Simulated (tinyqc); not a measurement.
What moves the results: band edges of strained Si(1-x)Ge(x) on relaxed Si(1-y)Ge(y). A value that a table varies takes the place of the one given here.

Values are linear in the Ge fraction but for ED(x) = linear - CD x (1 - x) and a(x) = linear - Ca x (1 - x). Energies are on the common scale of Ev.

Coherent growth on a (001) face: e_par = (a(y) - a(x))/a(x), e_perp = -2 (C12/C11) e_par; exx = eyy = e_par, ezz = e_perp, no shear.

A valley with unit axis u lies at Ev + gap + (av + a_valley) tr(e) + Xu (u.e.u - tr(e)/3); the Delta axes are x, y, z and the L axes [111], [1-1-1], [-11-1], [-1-11]. The second-order shift of the Delta valleys under shear is left out; it lowers the pair normal to the sheared plane by tens of meV at a shear of 1 %.

Valence edges: Ev plus the levels of the 6 x 6 matrix of X, Y, Z times spin with -Dso/3 + l exx + m (eyy + ezz) on the diagonal (cyclic), n exy off it, l = av + 2 b, m = av - b, n = sqrt(3) d. Spin-orbit term (Dso/3) L.sigma on X, Y, Z with (L_k)_ij = -i epsilon_kij: <X+|H|Y+> = -i Dso/3, <X+|H|Z-> = Dso/3, <Y+|H|Z-> = -i Dso/3, <Z+|H|X-> = -Dso/3, <Z+|H|Y-> = i Dso/3, <X-|H|Y-> = i Dso/3, and their conjugates; + and - are the spin along z.

Coherent growth: e_par = (a(y) - a(x))/a(x). (001): e_perp = -2 (C12/C11) e_par; exx = eyy = e_par, ezz = e_perp, no shear. (111): e_perp = -(2 C11 + 4 C12 - 4 C44)/(C11 + 2 C12 + 4 C44) e_par; exx = eyy = ezz = (2 e_par + e_perp)/3 and exy = eyz = ezx = (e_perp - e_par)/3. (110): e_perp = -(C11 + 3 C12 - 2 C44)/(C11 + C12 + 2 C44) e_par; exx = eyy = (e_par + e_perp)/2, ezz = e_par, exy = (e_perp - e_par)/2, eyz = ezx = 0.

Parameters, chosen for this exercise (end members near Si and Ge, in this order; the results hold for these values, not for the real material):
```
symbol  value           unit      meaning
a       (5.428, 5.664)  angstrom  lattice constant
Dso     (0.044, 0.291)  eV        spin-orbit splitting
av      (2.47, 1.25)    eV        valence hydrostatic potential
b       (-2.11, -2.54)  eV        tetragonal shear potential
d       (-4.79, -5.36)  eV        trigonal shear potential
C11     (167.8, 127.2)  GPa
C12     (64.7, 48.1)    GPa
C44     (80.5, 66.7)    GPa
Ev      (0, 0.69)       eV        top of the unstrained valence band
ED      (1.163, 0.942)  eV        gap to the Delta valleys
EL      (2.025, 0.746)  eV        gap to the L valleys
aD      (1.73, 1.26)    eV        hydrostatic potential of the Delta gap
aL      (-2.89, -2.54)  eV        hydrostatic potential of the L gap
XuD     (8.91, 9.26)    eV        uniaxial potential, Delta
XuL     (16.25, 15.44)  eV        uniaxial potential, L
CD      0.203           eV        bowing of the Delta gap
Ca      0               angstrom  bowing of the lattice constant
face    001                       growth face
y       0                         Ge fraction of the relaxed buffer
x       0.57                      Ge fraction of the layer
```

## Composition of the layer

The buffer is kept. dEc = Ec(buffer) - Ec(layer), dEv = Ev(layer) - Ev(buffer); buffer edges Ev(y) and Ev(y) + min(ED, EL). The digit behind Delta or L counts whole valleys.

Results:
```
x     e_par (%)  lowest valleys  gap (eV)  next valleys above (meV)  valence splitting (meV)  dEc (eV)  dEv (eV)
0.08      -0.35          Delta4     1.092                        55                       20     0.013     0.058
0.16      -0.69          Delta4     1.023                       110                       35     0.022     0.118
0.24      -1.03          Delta4     0.957                       164                       47     0.027     0.178
0.31      -1.33          Delta4     0.902                       212                       57     0.029     0.232
0.39      -1.67          Delta4     0.841                       266                       69     0.027     0.295
0.47      -2.00          Delta4     0.783                       321                       81     0.021     0.359
0.55      -2.34          Delta4     0.727                       375                       92     0.012     0.424
```

The gap is 1.092 eV in the first row and 0.727 eV in the last. The lowest valleys are Delta4 throughout. Per 0.1 of x the valence offset moves by +78 meV on average; the conduction offset lies between +12 and +29 meV, not monotonically. Both carriers sit on one side in every row. Offsets below about 30 meV are within the spread of parameter sets, so those rows do not settle the type. Strains above 2 % can be kept only in layers of a few nanometres.

## Composition of the buffer

The layer is kept. dEc = Ec(buffer) - Ec(layer), dEv = Ev(layer) - Ev(buffer); buffer edges Ev(y) and Ev(y) + min(ED, EL). The digit behind Delta or L counts whole valleys.

Results:
```
y     e_par (%)  lowest valleys  gap (eV)  next valleys above (meV)  valence splitting (meV)  dEc (eV)  dEv (eV)
0.02      -2.33          Delta4     0.723                       375                       94     0.006     0.425
0.16      -1.74          Delta4     0.790                       279                       84    -0.007     0.317
0.30      -1.15          Delta4     0.858                       184                       68    -0.012     0.209
0.44      -0.55          Delta4     0.925                        89                       40    -0.010     0.101
0.72       0.64          Delta2     0.898                       102                       59     0.122    -0.057
0.86       1.23          Delta2     0.806                       198                      123     0.220    -0.102
1.00       1.82          Delta2     0.711                       293                      190     0.178    -0.142
```

The gap is 0.723 eV in the first row and 0.711 eV in the last, with its largest listed value, 0.925 eV, at y = 0.44: it peaks near the match y = x, since strain of either sign narrows it. The lowest valleys change: Delta4 to Delta2 between y = 0.44 and 0.72. Per 0.1 of y the valence offset moves by -58 meV on average; the conduction offset lies between -12 and +220 meV, not monotonically. Both carriers sit on one side for y = 0.02, and on opposite sides elsewhere. Offsets below about 30 meV are within the spread of parameter sets, so those rows do not settle the type. Strains above 2 % can be kept only in layers of a few nanometres.

## The same layer on three faces

dEc = Ec(buffer) - Ec(layer), dEv = Ev(layer) - Ev(buffer); buffer edges Ev(y) and Ev(y) + min(ED, EL). The digit behind Delta or L counts whole valleys.

Results:
```
face   e_par (%)  lowest valleys  gap (eV)  next valleys above (meV)  valence splitting (meV)  dEc (eV)  dEv (eV)  Delta spread (meV)  L spread (meV)
(001)      -2.42          Delta4     0.714                       389                       95     0.009     0.441                 389               0
(111)      -2.42          Delta6     0.831                       350                       95    -0.093     0.425                   0             476
(110)      -2.42          Delta2     0.722                       163                      100     0.010     0.431                 163             376
```

On (001) only the Delta valleys split (389 meV), on (111) only the L valleys (476 meV), on (110) both (163 and 376 meV). The lowest valleys are Delta4 on (001), Delta6 on (111) and Delta2 on (110); the smallest gap is 0.714 eV on (001) and the largest 0.831 eV on (111).

## What each parameter does

dEc = Ec(buffer) - Ec(layer), dEv = Ev(layer) - Ev(buffer); buffer edges Ev(y) and Ev(y) + min(ED, EL). Each row changes one parameter from the base and keeps the others.

Results:
```
case                       gap (eV)  valence splitting (meV)  dEc (eV)  dEv (eV)
base                         0.7136                     94.9    0.0087    0.4407
x = 0.6                      0.6937                     99.2    0.0038    0.4655
y = 0.03                     0.7280                     93.3    0.0050    0.4175
CD = 0.253 eV                0.7013                     94.9    0.0210    0.4407
Ev = (0, 0.793) eV           0.7136                     94.9   -0.0500    0.4994
XuL = (18.688, 17.756) eV    0.7136                     94.9    0.0087    0.4407
XuD = (10.246, 10.649) eV    0.6942                     94.9    0.0281    0.4407
aD = (1.989, 1.449) eV       0.7070                     94.9    0.0153    0.4407
aL = (-3.323, -2.921) eV     0.7136                     94.9    0.0087    0.4407
```

The largest shifts from the base row, up to three for each result and ties (the steps differ in size, so this ranks the rows, not the parameters). gap (eV): x -0.0199, XuD -0.0194, y +0.0144; unchanged at the printed digits by Ev, XuL and aL. valence splitting (meV): x +4.3, y -1.6; unchanged at the printed digits by CD, Ev, XuL, XuD, aD and aL. dEc (eV): Ev -0.0587, XuD +0.0194, CD +0.0123; unchanged at the printed digits by XuL and aL. dEv (eV): Ev +0.0587, x +0.0248, y -0.0232; unchanged at the printed digits by CD, XuL, XuD, aD and aL. The lowest valleys of the layer are Delta4, so among the conduction-band potentials only those of that family reach the gap and dEc; the buffer is unstrained. A shift large enough to swap the lowest family would change that.

tinyqc: `OMP_NUM_THREADS=1 python tinyqc.py 1050529 1050530 out.jsonl`; about 0.01 s, one thread, shared Intel(R) Xeon(R) Processor @ 2.30GHz.
